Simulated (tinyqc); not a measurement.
Correction of a charged-defect supercell by a model charge and potential alignment (plane-averaged potentials): one step, computed by the program tinyqc. Command: `OMP_NUM_THREADS=1 python tinyqc.py 3112580 3112581 out.jsonl align walk`. One thread of a shared host (Intel(R) Xeon(R) Processor @ 2.30GHz), about 0.01 s of CPU time with the checks.

The "true" defect charge is (1 - x) q in a Gaussian of width sigma plus x q in one of width sigma_t, so the exact answer is known; the correction sees only a single model Gaussian of width sigma_m. A Gaussian of width s has the transform rho(G) = exp(-G^2 s^2/2), normalised to 1. A uniform background cancels q, so G = 0 is left out. Potentials are those felt by a unit positive charge. E_0 is the formation energy of the isolated defect, E_cell its value in the supercell, E_lat = E_iso - E_per of the model charge, C the true less the model potential far from the defect; the exact correction is E_0 - E_cell, and the error of a scheme is E_cell plus its correction less E_0.

Task: Alignment and corrected energy. Plane-averaged potential at distance z from the defect: V(z) = (4 pi q/(eps L^3)) (e^2/(4 pi eps_0 e)) sum_(m != 0) rho(G_m) cos(G_m z)/G_m^2, G_m = 2 pi m/L, |m| <= 40. C = difference at z = L/2; E_corr = E_cell + E_lat - q C. For charges that have died out at L/2, C = (2 pi q/(eps L^3)) (e^2/(4 pi eps_0 e)) (<s^2> - sigma_m^2), <s^2> = (1 - x) sigma^2 + x sigma_t^2.

Inputs (values chosen for the exercise, with screening close to that of 4H-SiC):
```
quantity                                     value      unit
defect charge q                                 -3         e
dielectric constant eps                       9.67         -
edge of the cubic cell L                        15  angstrom
width sigma of the true defect charge          1.2  angstrom
width sigma_m of the model charge             0.94  angstrom
share x of the charge in a wide tail          0.32         -
width sigma_t of the tail                      2.6  angstrom
formation energy of the isolated defect E_0   2.63        eV
```

E_cell = 1.440881 eV

E_lat = 1.245464 eV

point-charge value = 1.267510 eV

Constants: e^2/(4 pi eps_0) = 14.39964548 eV angstrom.

Give: alignment C; C, closed form; E_corr; error with alignment (rounded to 1e-4 meV); error without alignment; error with the point-charge term alone; error without correction.

Result:

alignment C = -0.0185 V

C, closed form = -0.0188 V

E_corr = 2.63 eV

error with alignment (rounded to 1e-4 meV) = 0.6987 meV

error without alignment = 56.3 meV

error with the point-charge term alone = 78.4 meV

error without correction = -1189 meV

Errors are measured against E_0. Alignment cuts the error of the model charge from 56 to 0.70 meV.
